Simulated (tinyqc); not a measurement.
# Worked calculation: single-photon avalanche diode, trigger probability and counting

Program tinyqc, `OMP_NUM_THREADS=1 python tinyqc.py 2630113 2630114 out.jsonl`; Intel Xeon 2.30GHz, shared host, one thread, about 0.01 s. Printed values are rounded.

A multiplication layer of width W with the uniform field V/W; alpha = an exp(-bn/E) for electrons, beta = ap exp(-bp/E) for holes (local model, no dead space). a = alpha W, b = beta W. Electrons enter at x = 0, holes at x = W. P0 is the probability that an electron entering at 0 starts a lasting avalanche, PW the same for a hole entering at W.

Parameters, values chosen for the exercise; ionisation coefficients close to those of silicon:

| symbol | value | unit | meaning |
|---|---|---|---|
| an | 7.09e5 | 1/cm | electron prefactor |
| bn | 1.25 | MV/cm | electron field |
| ap | 1.6e6 | 1/cm | hole prefactor |
| bp | 2 | MV/cm | hole field |
| W | 1.5 | um | width of the multiplication layer |
| Vx | 3.8 | V | excess bias |
| eta | 0.3 |  | probability that a photon makes a pair that enters the layer |
| Gd | 140 | 1/s | thermal generation rate in the layer |
| td | 10 | ns | dead time |
| Cd | 31 | fF | diode capacitance |
| Rq | 500 | kohm | quench resistance |
| pa | 1.5e-8 |  | trapping probability per avalanche carrier |
| tt | 17 | ns | trap release time |
| nph | 8.6e5 | 1/s | photon rate |

Constants: q = 1.602176634e-19 C. Results are converted to the units shown.

## Ionisation integrals at and above breakdown

breakdown voltage VB = 47.1021 V

Breakdown: ln(a/b) = a - b with a not equal to b. VB is given; V = VB + Vx.

E at VB = 0.314014 MV/cm
a at VB = 1.98580
b at VB = 0.411270
E at V = 0.339347 MV/cm
a = 2.67298
b = 0.661643

At VB, ln(a/b) = 1.575 equals a - b.

## Iteration 1: trigger probability by substitution

P0 at the start = 0.3

PW = 1 - (1 - P0)^(b/a); P0(new) = PW/(PW + (1 - PW) exp(b - a)).

PW = 0.0845027
P0 after iteration 1 = 0.408215

## Iteration 2: trigger probability by substitution

As before.

PW = 0.121779
P0 after iteration 2 = 0.508910

## Course of the iteration: trigger probability by substitution

Stop when P0 changes by less than 1e-9, or after 400 iterations. The rule counts as met only at a root strictly between 0 and 1.

Course of the iteration:

| iteration | P0 | \|change\| |
|---|---|---|
| 1 | 0.408215 | 0.108 |
| 2 | 0.508910 | 0.101 |
| 3 | 0.589891 | 0.0810 |
| 4 | 0.648492 | 0.0586 |
| 5 | 0.688221 | 0.0397 |
| 6 | 0.714213 | 0.0260 |
| 7 | 0.730917 | 0.0167 |
| 8 | 0.741560 | 0.0106 |
| 9 | 0.748314 | 6.75e-3 |
| ... | ... | ... |
| 36 | 0.759955 | 2.84e-8 |
| 37 | 0.759955 | 1.80e-8 |
| 38 | 0.759955 | 1.14e-8 |
| 39 | 0.759955 | 7.18e-9 |
| 40 | 0.759955 | 4.54e-9 |
| 41 | 0.759955 | 2.87e-9 |
| 42 | 0.759955 | 1.81e-9 |
| 43 | 0.759955 | 1.15e-9 |
| 44 | 0.759955 | 7.25e-10 |

Converged in 44 iterations. At the end each change is about 0.63 times the one before: linear convergence.

## Detection, dark counts, afterpulses and dead-time loss

P0 = 0.759955
Pm = 0.533835

Pm is the mean trigger probability of pairs made evenly in the layer. PDP = eta P0; dark counts Gd Pm; avalanche charge Cd Vx/q; afterpulse probability pa (Cd Vx/q) exp(-td/tt) Pm; true rate n = nph PDP + dark counts; measured n/(1 + n td) (non-paralysable) or n exp(-n td) (paralysable); recharge time Rq Cd.

PDP = 0.227986
dark counts = 74.7369 1/s
avalanche charge = 7.35250e5 electrons
afterpulse probability = 0.326938 %
true rate = 1.96143e5 1/s
measured, non-paralysable = 1.95759e5 1/s
measured, paralysable = 1.95759e5 1/s
recharge time = 15.5 ns

Dead time hides 0.20 % of the events in the first model and 0.20 % in the second.
